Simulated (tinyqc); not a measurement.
Worked calculation: MP2 on RHF in the sto-6g basis, for BeH2, spin multiplicity 1. Computed by tinyqc, a small Python program that keeps every step (integrals from PySCF). Settings: charge = 0, multiplicity = 1, basis = sto-6g, method = RHF, energy threshold = 1e-10, iteration cap = 79, orthogonalisation = symmetric, start = Wolfsberg-Helmholz matrix, DIIS depth = 6. Command: `OMP_NUM_THREADS=1 python tinyqc.py 24579 24580 out.jsonl` (the two numbers bound the seeds that draw the settings). One thread of a shared host (Intel(R) Xeon(R) Processor @ 2.60GHz), about 0.2 s of CPU time with the checks. The early iterations of the SCF are left out here.

## One-electron integrals

Geometry (angstrom):

| atom | x | y | z |
|---|---|---|---|
| Be | 0.000000 | 0.000000 | 0.000000 |
| H | 0.000000 | 1.534000 | 0.000000 |
| H | 0.000000 | -1.534000 | 0.000000 |

Basis sto-6g: exponents (1/bohr^2) and contraction coefficients of normalised primitives:

| element | l (shell) | exponent | coefficient |
|---|---|---|---|
| Be | s (1) | 312.870494 | 0.009164 |
| Be | s (1) | 57.364463 | 0.049361 |
| Be | s (1) | 16.048509 | 0.168538 |
| Be | s (1) | 5.513096 | 0.370563 |
| Be | s (1) | 2.140897 | 0.416492 |
| Be | s (1) | 0.881739 | 0.130334 |
| Be | s (2) | 13.633247 | -0.013253 |
| Be | s (2) | 2.698375 | -0.046992 |
| Be | s (2) | 0.838653 | -0.033785 |
| Be | s (2) | 0.322660 | 0.250242 |
| Be | s (2) | 0.140131 | 0.595117 |
| Be | s (2) | 0.064233 | 0.240706 |
| Be | p (3) | 13.633247 | 0.003760 |
| Be | p (3) | 2.698375 | 0.037679 |
| Be | p (3) | 0.838653 | 0.173897 |
| Be | p (3) | 0.322660 | 0.418036 |
| Be | p (3) | 0.140131 | 0.425860 |
| Be | p (3) | 0.064233 | 0.101708 |
| H | s (1) | 35.523221 | 0.009164 |
| H | s (1) | 6.513144 | 0.049361 |
| H | s (1) | 1.822143 | 0.168538 |
| H | s (1) | 0.625955 | 0.370563 |
| H | s (1) | 0.243077 | 0.416492 |
| H | s (1) | 0.100112 | 0.130334 |

Overlap, kinetic and nuclear-attraction integrals over the contracted functions; the nuclear repulsion is the sum of Za Zb / Rab.

nuclear repulsion = 2.93220749 hartree

overlap S:
```
           1Be 1s    1Be 2s   1Be 2px    1Be 2py   1Be 2pz     2H 1s      3H 1s
1Be 1s   1.000000  0.254764  0.000000   0.000000  0.000000  0.046822   0.046822
1Be 2s   0.254764  1.000000  0.000000   0.000000  0.000000  0.385137   0.385137
1Be 2px  0.000000  0.000000  1.000000   0.000000  0.000000  0.000000   0.000000
1Be 2py  0.000000  0.000000  0.000000   1.000000  0.000000  0.465319  -0.465319
1Be 2pz  0.000000  0.000000  0.000000   0.000000  1.000000  0.000000   0.000000
2H 1s    0.046822  0.385137  0.000000   0.465319  0.000000  1.000000   0.019181
3H 1s    0.046822  0.385137  0.000000  -0.465319  0.000000  0.019181   1.000000
```

kinetic energy T (hartree):
```
            1Be 1s     1Be 2s   1Be 2px    1Be 2py   1Be 2pz      2H 1s      3H 1s
1Be 1s    6.768753  -0.207382  0.000000   0.000000  0.000000  -0.012797  -0.012797
1Be 2s   -0.207382   0.220121  0.000000   0.000000  0.000000   0.042748   0.042748
1Be 2px   0.000000   0.000000  0.661265   0.000000  0.000000   0.000000   0.000000
1Be 2py   0.000000   0.000000  0.000000   0.661265  0.000000   0.134996  -0.134996
1Be 2pz   0.000000   0.000000  0.000000   0.000000  0.661265   0.000000   0.000000
2H 1s    -0.012797   0.042748  0.000000   0.134996  0.000000   0.768522  -0.005192
3H 1s    -0.012797   0.042748  0.000000  -0.134996  0.000000  -0.005192   0.768522
```

nuclear attraction V (hartree):
```
             1Be 1s     1Be 2s    1Be 2px    1Be 2py    1Be 2pz      2H 1s      3H 1s
1Be 1s   -15.404722  -1.826502   0.000000   0.000000   0.000000  -0.364649  -0.364649
1Be 2s    -1.826502  -2.964163   0.000000   0.000000   0.000000  -1.057566  -1.057566
1Be 2px    0.000000   0.000000  -2.900920   0.000000   0.000000   0.000000   0.000000
1Be 2py    0.000000   0.000000   0.000000  -3.090378   0.000000  -1.251596   1.251596
1Be 2pz    0.000000   0.000000   0.000000   0.000000  -2.900920   0.000000   0.000000
2H 1s     -0.364649  -1.057566   0.000000  -1.251596   0.000000  -2.787121  -0.059396
3H 1s     -0.364649  -1.057566   0.000000   1.251596   0.000000  -0.059396  -2.787121
```

core Hamiltonian H = T + V (hartree):
```
            1Be 1s     1Be 2s    1Be 2px    1Be 2py    1Be 2pz      2H 1s      3H 1s
1Be 1s   -8.635969  -2.033884   0.000000   0.000000   0.000000  -0.377446  -0.377446
1Be 2s   -2.033884  -2.744042   0.000000   0.000000   0.000000  -1.014817  -1.014817
1Be 2px   0.000000   0.000000  -2.239655   0.000000   0.000000   0.000000   0.000000
1Be 2py   0.000000   0.000000   0.000000  -2.429112   0.000000  -1.116599   1.116599
1Be 2pz   0.000000   0.000000   0.000000   0.000000  -2.239655   0.000000   0.000000
2H 1s    -0.377446  -1.014817   0.000000  -1.116599   0.000000  -2.018599  -0.064588
3H 1s    -0.377446  -1.014817   0.000000   1.116599   0.000000  -0.064588  -2.018599
```

## Two-electron integrals

Functions are numbered as in S; the eight-fold symmetry (ij|kl) = (ji|kl) = (kl|ij) leaves the list below.

Two-electron integrals (ij|kl) in chemists' order, unique and non-zero (hartree):
```
(11|11) 2.299996    (21|11) 0.361879    (21|21) 0.071926    (22|11) 0.570332
(22|21) 0.139654    (22|22) 0.417773    (31|31) 0.015252    (32|31) 0.022555
(32|32) 0.092340    (33|11) 0.570332    (33|21) 0.139654    (33|22) 0.417773
(33|33) 0.450117    (41|41) 0.015252    (42|41) 0.022555    (42|42) 0.092340
(43|43) 0.024258    (44|11) 0.570332    (44|21) 0.139654    (44|22) 0.417773
(44|33) 0.401601    (44|44) 0.450117    (51|51) 0.015252    (52|51) 0.022555
(52|52) 0.092340    (53|53) 0.024258    (54|54) 0.024258    (55|11) 0.570332
(55|21) 0.139654    (55|22) 0.417773    (55|33) 0.401601    (55|44) 0.401601
(55|55) 0.450117    (61|11) 0.068096    (61|21) 0.013156    (61|22) 0.025486
(61|33) 0.025275    (61|41) 0.001304    (61|42) 0.002545    (61|44) 0.025907
(61|55) 0.025275    (61|61) 0.002546    (62|11) 0.174983    (62|21) 0.043595
(62|22) 0.143341    (62|33) 0.137807    (62|41) 0.006058    (62|42) 0.036600
(62|44) 0.154409    (62|55) 0.137807    (62|61) 0.008846    (62|62) 0.075275
(63|31) 0.004050    (63|32) 0.018801    (63|43) 0.006226    (63|63) 0.006602
(64|11) 0.192169    (64|21) 0.048453    (64|22) 0.166316    (64|33) 0.156558
(64|41) 0.009750    (64|42) 0.056925    (64|44) 0.185833    (64|55) 0.156558
(64|61) 0.010286    (64|62) 0.099113    (64|64) 0.134263    (65|51) 0.004050
(65|52) 0.018801    (65|54) 0.006226    (65|65) 0.006602    (66|11) 0.343528
(66|21) 0.087269    (66|22) 0.321081    (66|33) 0.298157    (66|41) 0.013785
(66|42) 0.108498    (66|44) 0.366931    (66|55) 0.298157    (66|61) 0.018253
(66|62) 0.217385    (66|64) 0.303079    (66|66) 0.774999    (71|11) 0.068096
(71|21) 0.013156    (71|22) 0.025486    (71|33) 0.025275    (71|41) -0.001304
(71|42) -0.002545   (71|44) 0.025907    (71|55) 0.025275    (71|61) 0.002303
(71|62) 0.007310    (71|64) 0.007834    (71|66) 0.014479    (71|71) 0.002546
(72|11) 0.174983    (72|21) 0.043595    (72|22) 0.143341    (72|33) 0.137807
(72|41) -0.006058   (72|42) -0.036600   (72|44) 0.154409    (72|55) 0.137807
(72|61) 0.007310    (72|62) 0.037923    (72|64) 0.040390    (72|66) 0.080304
(72|71) 0.008846    (72|72) 0.075275    (73|31) 0.004050    (73|32) 0.018801
(73|43) -0.006226   (73|63) 0.002569    (73|73) 0.006602    (74|11) -0.192169
(74|21) -0.048453   (74|22) -0.166316   (74|33) -0.156558   (74|41) 0.009750
(74|42) 0.056925    (74|44) -0.185833   (74|55) -0.156558   (74|61) -0.007834
(74|62) -0.040390   (74|64) -0.041663   (74|66) -0.084750   (74|71) -0.010286
(74|72) -0.099113   (74|74) 0.134263    (75|51) 0.004050    (75|52) 0.018801
(75|54) -0.006226   (75|65) 0.002569    (75|75) 0.006602    (76|11) 0.010803
(76|21) 0.002621    (76|22) 0.007898    (76|33) 0.007741    (76|44) 0.008212
(76|55) 0.007741    (76|61) 0.000482    (76|62) 0.002875    (76|64) 0.003430
(76|66) 0.006897    (76|71) 0.000482    (76|72) 0.002875    (76|74) -0.003430
(76|76) 0.000154    (77|11) 0.343528    (77|21) 0.087269    (77|22) 0.321081
(77|33) 0.298157    (77|41) -0.013785   (77|42) -0.108498   (77|44) 0.366931
(77|55) 0.298157    (77|61) 0.014479    (77|62) 0.080304    (77|64) 0.084750
(77|66) 0.172472    (77|71) 0.018253    (77|72) 0.217385    (77|74) -0.303079
(77|76) 0.006897    (77|77) 0.774999
```

## Orthogonalisation

S = U s U^T; symmetric (Loewdin) form X = U s^(-1/2) U^T, so that X^T S X = 1.

eigenvalues of S: 0.332279  0.429944  0.952781  1.000000  1.000000  1.636456  1.648540

X:
```
            1Be 1s     1Be 2s   1Be 2px    1Be 2py   1Be 2pz      2H 1s      3H 1s
1Be 1s    1.027303  -0.147407  0.000000   0.000000  0.000000   0.019036   0.019036
1Be 2s   -0.147407   1.173231  0.000000   0.000000  0.000000  -0.240419  -0.240419
1Be 2px   0.000000   0.000000  1.000000   0.000000  0.000000   0.000000   0.000000
1Be 2py   0.000000   0.000000  0.000000   1.249855  0.000000  -0.337944   0.337944
1Be 2pz   0.000000   0.000000  0.000000   0.000000  1.000000   0.000000   0.000000
2H 1s     0.019036  -0.240419  0.000000  -0.337944  0.000000   1.197265  -0.066521
3H 1s     0.019036  -0.240419  0.000000   0.337944  0.000000  -0.066521   1.197265
```

## Starting guess

The start is the generalised Wolfsberg-Helmholz matrix (K = 1.75) built on H; D = 2 C_occ C_occ^T.

D at the start:
```
            1Be 1s     1Be 2s   1Be 2px    1Be 2py   1Be 2pz      2H 1s      3H 1s
1Be 1s    2.043419  -0.163026  0.000000   0.000000  0.000000  -0.198849  -0.198849
1Be 2s   -0.163026   0.763192  0.000000   0.000000  0.000000   0.467455   0.467455
1Be 2px   0.000000   0.000000  0.000000   0.000000  0.000000   0.000000   0.000000
1Be 2py   0.000000   0.000000  0.000000   0.808182  0.000000   0.415351  -0.415351
1Be 2pz   0.000000   0.000000  0.000000   0.000000  0.000000   0.000000   0.000000
2H 1s    -0.198849   0.467455  0.000000   0.415351  0.000000   0.504657   0.077733
3H 1s    -0.198849   0.467455  0.000000  -0.415351  0.000000   0.077733   0.504657
```

## Iteration 6 (converged): orbitals

converged F (hartree):
```
            1Be 1s     1Be 2s   1Be 2px    1Be 2py   1Be 2pz      2H 1s      3H 1s
1Be 1s   -4.599335  -1.249606  0.000000   0.000000  0.000000  -0.234175  -0.234175
1Be 2s   -1.249606  -0.569586  0.000000   0.000000  0.000000  -0.347299  -0.347299
1Be 2px   0.000000   0.000000  0.210261   0.000000  0.000000   0.000000   0.000000
1Be 2py   0.000000   0.000000  0.000000  -0.161548  0.000000  -0.307467   0.307467
1Be 2pz   0.000000   0.000000  0.000000   0.000000  0.210261   0.000000   0.000000
2H 1s    -0.234175  -0.347299  0.000000  -0.307467  0.000000  -0.247236  -0.019863
3H 1s    -0.234175  -0.347299  0.000000   0.307467  0.000000  -0.019863  -0.247236
```

Diagonalise F' = X^T F X, C = X C', fill 3 alpha and 3 beta electrons from the bottom; D = 2 C_occ C_occ^T. Each column has its largest component positive (the first on a tie).

F' = X^T F X (hartree):
```
           1          2         3          4         5          6          7
1  -4.502445  -0.658960  0.000000   0.000000  0.000000  -0.014866  -0.014866
2  -0.658960  -0.123963  0.000000   0.000000  0.000000  -0.285723  -0.285723
3   0.000000   0.000000  0.210261   0.000000  0.000000   0.000000   0.000000
4   0.000000   0.000000  0.000000   0.215179  0.000000  -0.390546   0.390546
5   0.000000   0.000000  0.000000   0.000000  0.210261   0.000000   0.000000
6  -0.014866  -0.285723  0.000000  -0.390546  0.000000   0.047449  -0.077766
7  -0.014866  -0.285723  0.000000   0.390546  0.000000  -0.077766   0.047449
```

orbital energies (hartree): MO1 -4.600867, MO2 -0.424570, MO3 -0.383947, MO4 0.210261, MO5 0.210261, MO6 0.368713, MO7 0.724340

coefficients C:
```
               MO1        MO2        MO3        MO4       MO5        MO6        MO7
1Be 1s    0.994742  -0.203052   0.000000   0.000000  0.000000  -0.216944   0.000000
1Be 2s    0.020892   0.593862   0.000000   0.000000  0.000000   1.077355   0.000000
1Be 2px   0.000000   0.000000   0.000000  -0.298219  0.954497   0.000000   0.000000
1Be 2py   0.000000   0.000000   0.495759   0.000000  0.000000   0.000000   1.242889
1Be 2pz   0.000000   0.000000   0.000000   0.954497  0.298219   0.000000   0.000000
2H 1s    -0.002513   0.396266   0.427980   0.000000  0.000000  -0.735134  -0.854176
3H 1s    -0.002513   0.396266  -0.427980   0.000000  0.000000  -0.735134   0.854176
```

D after iteration 6:
```
            1Be 1s     1Be 2s   1Be 2px    1Be 2py   1Be 2pz      2H 1s      3H 1s
1Be 1s    2.061481  -0.199606  0.000000   0.000000  0.000000  -0.165924  -0.165924
1Be 2s   -0.199606   0.706217  0.000000   0.000000  0.000000   0.470549   0.470549
1Be 2px   0.000000   0.000000  0.000000   0.000000  0.000000   0.000000   0.000000
1Be 2py   0.000000   0.000000  0.000000   0.491553  0.000000   0.424350  -0.424350
1Be 2pz   0.000000   0.000000  0.000000   0.000000  0.000000   0.000000   0.000000
2H 1s    -0.165924   0.470549  0.000000   0.424350  0.000000   0.680399  -0.052269
3H 1s    -0.165924   0.470549  0.000000  -0.424350  0.000000  -0.052269   0.680399
```

Within a degenerate level the vectors are fixed only up to a rotation; this is one choice.

## Convergence

Stop when the energy changes by less than 1e-10 hartree and every element of the error matrix X^T (F D S - S D F) X is below 3e-06.

Course of the cycle:

| iteration | E (hartree) | change | largest element of the error matrix |
|---|---|---|---|
| 1 | -15.65421662 | - | 1.56e-01 |
| 2 | -15.68554012 | -3.13e-02 | 1.80e-02 |
| 3 | -15.68611436 | -5.74e-04 | 2.60e-03 |
| 4 | -15.68613347 | -1.91e-05 | 2.04e-04 |
| 5 | -15.68613357 | -9.53e-08 | 3.64e-07 |
| 6 | -15.68613357 | -7.46e-14 | 3.17e-10 |

PySCF RHF in the same basis = -15.68613357 hartree

Converged in 6 iterations.

## Populations, bond orders and dipole

Mulliken: Z minus the diagonal of D S on the atom; Loewdin: the same with S^(1/2) D S^(1/2); Mayer order: 2 sum_s sum (D(s) S)_ij (D(s) S)_ji over the two atoms.

Charges (e):

| atom | Mulliken | Loewdin |
|---|---|---|
| 1Be | 0.100624 | 0.083949 |
| 2H | -0.050312 | -0.041974 |
| 3H | -0.050312 | -0.041974 |

Mayer bond orders:

| pair | order |
|---|---|
| 2-1 | 0.993472 |
| 3-1 | 0.993472 |
| 3-2 | 0.003997 |

dipole moment about the origin, x y z (debye): 0.000000  0.000000  0.000000

## Integrals over molecular orbitals

(pq|rs) = sum C_ip C_jq C_kr C_ls (ij|kl), one index at a time.

one-electron integrals over orbitals h = C^T H C (hartree):
```
           1          2          3          4          5          6          7
1  -8.627157   0.209841   0.000000   0.000000   0.000000   0.212020   0.000000
2   0.209841  -2.321302   0.000000   0.000000   0.000000  -0.243598   0.000000
3   0.000000   0.000000  -2.260497   0.000000   0.000000   0.000000  -0.310325
4   0.000000   0.000000   0.000000  -2.239655   0.000000   0.000000   0.000000
5   0.000000   0.000000   0.000000   0.000000  -2.239655   0.000000   0.000000
6   0.212020  -0.243598   0.000000   0.000000   0.000000  -1.918143   0.000000
7   0.000000   0.000000  -0.310325   0.000000   0.000000   0.000000  -1.862052
```

Two-electron integrals over orbitals (pq|rs), unique and non-zero (hartree):
```
(11|11) 2.280964    (21|11) -0.188560   (21|21) 0.024517    (22|11) 0.462492
(22|21) -0.005761   (22|22) 0.377434    (31|31) 0.005249    (32|31) 0.011280
(32|32) 0.160639    (33|11) 0.425054    (33|21) -0.002120   (33|22) 0.389735
(33|33) 0.412861    (41|41) 0.016025    (42|41) 0.014727    (42|42) 0.047029
(43|43) 0.012723    (44|11) 0.570059    (44|21) -0.006895   (44|22) 0.354823
(44|33) 0.337964    (44|44) 0.450117    (51|51) 0.016025    (52|51) 0.014727
(52|52) 0.047029    (53|53) 0.012723    (54|54) 0.024258    (55|11) 0.570059
(55|21) -0.006895   (55|22) 0.354823    (55|33) 0.337964    (55|44) 0.401601
(55|55) 0.450117    (61|11) -0.200481   (61|21) 0.026695    (61|22) -0.006323
(61|33) -0.002964   (61|44) -0.005431   (61|55) -0.005431   (61|61) 0.029189
(62|11) 0.138940    (62|21) -0.006489   (62|22) -0.016493   (62|33) -0.041634
(62|44) 0.066191    (62|55) 0.066191    (62|61) -0.005776   (62|62) 0.083043
(63|31) -0.000545   (63|32) -0.092175   (63|63) 0.085871    (64|41) 0.016292
(64|42) 0.046718    (64|64) 0.050287    (65|51) 0.016292    (65|52) 0.046718
(65|65) 0.050287    (66|11) 0.472795    (66|21) -0.007252   (66|22) 0.379550
(66|33) 0.390134    (66|44) 0.356648    (66|55) 0.356648    (66|61) -0.007454
(66|62) -0.026585   (66|66) 0.396227    (71|31) 0.009934    (71|32) 0.017854
(71|63) 0.000159    (71|71) 0.018977    (72|31) 0.004408    (72|32) -0.040889
(72|63) 0.062949    (72|71) 0.008201    (72|72) 0.057959    (73|11) 0.149675
(73|21) -0.003953   (73|22) -0.000824   (73|33) -0.018333   (73|44) 0.069083
(73|55) 0.069083    (73|61) -0.003508   (73|62) 0.078677    (73|66) -0.019621
(73|73) 0.087030    (74|43) 0.013350    (74|74) 0.016916    (75|53) 0.013350
(75|75) 0.016916    (76|31) 0.009985    (76|32) 0.140584    (76|63) -0.090787
(76|71) 0.016273    (76|72) -0.048545   (76|76) 0.136557    (77|11) 0.550167
(77|21) -0.007217   (77|22) 0.404282    (77|33) 0.420730    (77|44) 0.379330
(77|55) 0.379330    (77|61) -0.007573   (77|62) -0.020600   (77|66) 0.414463
(77|73) 0.001657    (77|77) 0.458440
```

## Second-order Moller-Plesset energy

Hartree-Fock energy = -15.68613357 hartree

E2 = sum_ijab (ia|jb) [2 (ia|jb) - (ib|ja)] / (e_i + e_j - e_a - e_b) over occupied i, j and virtual a, b; the opposite-spin part is (ia|jb)^2 / denominator, the rest is same-spin, and SCS-MP2 scales them by 6/5 and 1/3.

Terms:

| i | j | a | b | (ia\|jb) | (ib\|ja) | denominator | term |
|---|---|---|---|---|---|---|---|
| 3 | 3 | 6 | 6 | 0.085871 | 0.085871 | -1.505319 | -0.004899 |
| 2 | 2 | 6 | 6 | 0.083043 | 0.083043 | -1.586566 | -0.004347 |
| 3 | 2 | 7 | 6 | 0.078677 | 0.062949 | -1.901570 | -0.003906 |
| 2 | 3 | 6 | 7 | 0.078677 | 0.062949 | -1.901570 | -0.003906 |
| 3 | 3 | 7 | 7 | 0.087030 | 0.087030 | -2.216574 | -0.003417 |
| 2 | 2 | 5 | 5 | 0.047029 | 0.047029 | -1.269662 | -0.001742 |
| 2 | 2 | 4 | 4 | 0.047029 | 0.047029 | -1.269662 | -0.001742 |
| 2 | 3 | 7 | 6 | 0.062949 | 0.078677 | -1.901570 | -0.001563 |
| 3 | 2 | 6 | 7 | 0.062949 | 0.078677 | -1.901570 | -0.001563 |
| 2 | 2 | 7 | 7 | 0.057959 | 0.057959 | -2.297821 | -0.001462 |
| 3 | 3 | 4 | 4 | 0.012723 | 0.012723 | -1.188415 | -0.000136 |
| 3 | 3 | 5 | 5 | 0.012723 | 0.012723 | -1.188415 | -0.000136 |
| 1 | 1 | 6 | 6 | 0.029189 | 0.029189 | -9.939160 | -0.000086 |
| 2 | 1 | 5 | 5 | 0.014727 | 0.014727 | -5.445959 | -0.000040 |
| 2 | 1 | 4 | 4 | 0.014727 | 0.014727 | -5.445959 | -0.000040 |
| 1 | 2 | 4 | 4 | 0.014727 | 0.014727 | -5.445959 | -0.000040 |
| 1 | 2 | 5 | 5 | 0.014727 | 0.014727 | -5.445959 | -0.000040 |
| 1 | 1 | 7 | 7 | 0.018977 | 0.018977 | -10.650416 | -0.000034 |
| 1 | 1 | 5 | 5 | 0.016025 | 0.016025 | -9.622256 | -0.000027 |
| 1 | 1 | 4 | 4 | 0.016025 | 0.016025 | -9.622256 | -0.000027 |
| 2 | 1 | 7 | 7 | 0.008201 | 0.008201 | -6.474118 | -0.000010 |
| 1 | 2 | 7 | 7 | 0.008201 | 0.008201 | -6.474118 | -0.000010 |
| 2 | 1 | 6 | 6 | -0.005776 | -0.005776 | -5.762863 | -0.000006 |
| 1 | 2 | 6 | 6 | -0.005776 | -0.005776 | -5.762863 | -0.000006 |
| 3 | 1 | 7 | 6 | -0.003508 | 0.000159 | -6.077867 | -4.14e-06 |
| 1 | 3 | 6 | 7 | -0.003508 | 0.000159 | -6.077867 | -4.14e-06 |
| 3 | 1 | 6 | 7 | 0.000159 | -0.003508 | -6.077867 | -9.98e-08 |
| 1 | 3 | 7 | 6 | 0.000159 | -0.003508 | -6.077867 | -9.98e-08 |

Pair energies (hartree; pair i-j sums ij and ji):

| pair | opposite spin | same spin |
|---|---|---|
| 1-1 | -0.000173 | 0.000000 |
| 2-1 | -0.000192 | 0.000000 |
| 2-2 | -0.009292 | 0.000000 |
| 3-1 | -4.06e-06 | -4.42e-06 |
| 3-2 | -0.010678 | -0.000260 |
| 3-3 | -0.008588 | 0.000000 |

MP2 correlation energy = -0.02919199 hartree

SCS-MP2 correlation energy = -0.03480108 hartree

MP2 total energy = -15.71532556 hartree
